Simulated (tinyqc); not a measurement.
Interface roughness in a thin film (subband fluctuation and scattering): sweeps and comparisons. A value that a table varies takes the place of the one given here.

Square well of width t, barriers V0, c = hbar^2/2m0: E1 solves k t + 2 atan[(k/mz)/(kappa/mb)] = pi, k = sqrt(mz E/c), kappa = sqrt(mb (V0 - E)/c). One interface is rough, so the subband edge fluctuates by G dt with G = |dE1/dt| (central difference of 0.01 angstrom; 2 E1/t for hard walls).

Gaussian roughness spectrum S(q) = pi D^2 Lc^2 exp(-q^2 Lc^2/4). Degenerate gas, taken to fill one subband (the second starts to fill once c kF^2/md exceeds E2 - E1, which is not tested here): kF = sqrt(2 pi Ns/gv), q = 2 kF sin(theta/2), 1/tau = (md/(2 pi c hbar)) G^2 times the integral from 0 to pi of S(q)(1 - cos theta)/eps(q)^2 dtheta, eps(q) = 1 + qs/q with screening (qs = gv md q0/(c eps), q0 = e^2/(4 pi eps0), form factors left out, which overstates the screening; other scattering is left out too, so these values lie far above measured mobilities in all but the thinnest films) or 1 without; mobility = tau c2/md with c2 = e/m0 = 1.75882e15 cm^2/(V s^2); 1e12/cm^2 = 1e-4/angstrom^2.

Constants: hbar^2/2m0 = 3.80998211 eV angstrom^2; hbar = 6.58211957e-16 eV s; e^2/(4 pi eps0) = 14.39964547 eV angstrom.

Values chosen for the exercise (near those of a thin InGaAs channel; shifted at random, so the results belong to these values and not to a real crystal): mz = 0.046 m0 (confinement mass); V0 = 2.01 eV (barrier); mb = 0.27 m0 (barrier mass); md = 0.045 m0 (mass in the plane); gv = 1 (valleys); D = 3.4 angstrom (rms height of the roughness); Lc = 32 angstrom (correlation length); Ns = 0.42 x 1e12/cm^2 (sheet density); eps = 11.4 (mean dielectric constant at the channel); ts = (48, 62, 75, 88, 110, 141, 185) angstrom (thicknesses); t = 88 angstrom (film thickness); Ll = (4, 8, 14, 22, 35, 55, 90) angstrom (correlation lengths).

## The sixth-power law

Screened mobility against thickness for the finite barrier and for hard walls.

Results:

| t (angstrom) | E1 (meV) | G (meV/angstrom) | mobility (cm^2/(V s)) | the same, hard walls |
|---|---|---|---|---|
| 48 | 139.8 | 3.877 | 2.32e+04 | 1.60e+03 |
| 62 | 98.4 | 2.242 | 6.95e+04 | 7.42e+03 |
| 75 | 74.7 | 1.468 | 1.62e+05 | 2.33e+04 |
| 88 | 58.8 | 1.017 | 3.37e+05 | 6.07e+04 |
| 110 | 41.6 | 0.600 | 9.70e+05 | 2.31e+05 |
| 141 | 27.8 | 0.326 | 3.28e+06 | 1.03e+06 |
| 185 | 17.6 | 0.163 | 1.31e+07 | 5.24e+06 |

With hard walls G goes as 1/t^3 and the mobility as t^6. With the finite barrier the local exponent is 4.28 at the thin end and 5.09 at the thick end, since the envelope leaks out and softens the dependence. The least value is 2.32e+04 cm^2/(V s). The gate field, which also presses carriers to the interface, is left out. Up to t = 48 angstrom G D exceeds half of EF - E1, where the Born rate fails.

## Correlation length

Fixed D; bare and screened mobility.

Results:

| Lc (angstrom) | kF Lc | bare mobility (cm^2/(V s)) | screened mobility (cm^2/(V s)) |
|---|---|---|---|
| 4 | 0.06 | 7.26e+06 | 1.75e+07 |
| 8 | 0.13 | 1.83e+06 | 4.42e+06 |
| 14 | 0.23 | 6.15e+05 | 1.49e+06 |
| 22 | 0.36 | 2.63e+05 | 6.38e+05 |
| 35 | 0.57 | 1.20e+05 | 2.94e+05 |
| 55 | 0.89 | 6.82e+04 | 1.71e+05 |
| 90 | 1.46 | 6.02e+04 | 1.64e+05 |

The bare mobility is lowest at Lc = 90 angstrom of those listed (kF Lc = 1.46), the end of the table. The screened mobility is lowest at Lc = 90 angstrom of those listed (kF Lc = 1.46), the end of the table. Short roughness averages out (mobility as 1/Lc^2; the first two rows give exponent -1.99), and long roughness deflects only by small angles (bare mobility rising as Lc; the last two rows give -0.26).

## What each parameter does

G, G D, and the screened mobility. Each row changes one parameter from the base and keeps the others.

Results:

| case | G (meV/angstrom) | G D (meV) | mobility (cm^2/(V s)) |
|---|---|---|---|
| base | 1.017 | 3.46 | 3.373e+05 |
| t = 84 angstrom | 1.133 | 3.85 | 2.720e+05 |
| D = 4.42 angstrom | 1.017 | 4.50 | 1.996e+05 |
| Lc = 40 angstrom | 1.017 | 3.46 | 2.428e+05 |
| Ns = 0.672 x 1e12/cm^2 | 1.017 | 3.46 | 3.278e+05 |
| mz = 0.053 m0 | 0.966 | 3.29 | 3.739e+05 |
| md = 0.052 m0 | 1.017 | 3.46 | 2.809e+05 |
| V0 = 1.41 eV | 0.897 | 3.05 | 4.340e+05 |
| eps = 13.7 | 1.017 | 3.46 | 2.986e+05 |

The largest shifts from the base row, up to three for each result and ties (the steps differ in size, so this ranks the rows, not the parameters). G (meV/angstrom): V0 -0.121, t +0.116, mz -0.051; unchanged at the printed digits by D, Lc, Ns, md and eps. G D (meV): D +1.04, V0 -0.41, t +0.39; unchanged at the printed digits by Lc, Ns, md and eps. mobility (cm^2/(V s)): D -1.38e+05, V0 +9.67e+04, Lc -9.45e+04. In the base case G D is 0.15 times EF - E1 = 22.3 meV.

Computed by tinyqc, a small Python program: `OMP_NUM_THREADS=1 python tinyqc.py 1282510 1282511 out.jsonl` (the numbers bound the seed that draws the inputs); one thread of a shared host (Intel(R) Xeon(R) Processor @ 2.30GHz), about 0.02 s for the whole set of steps.
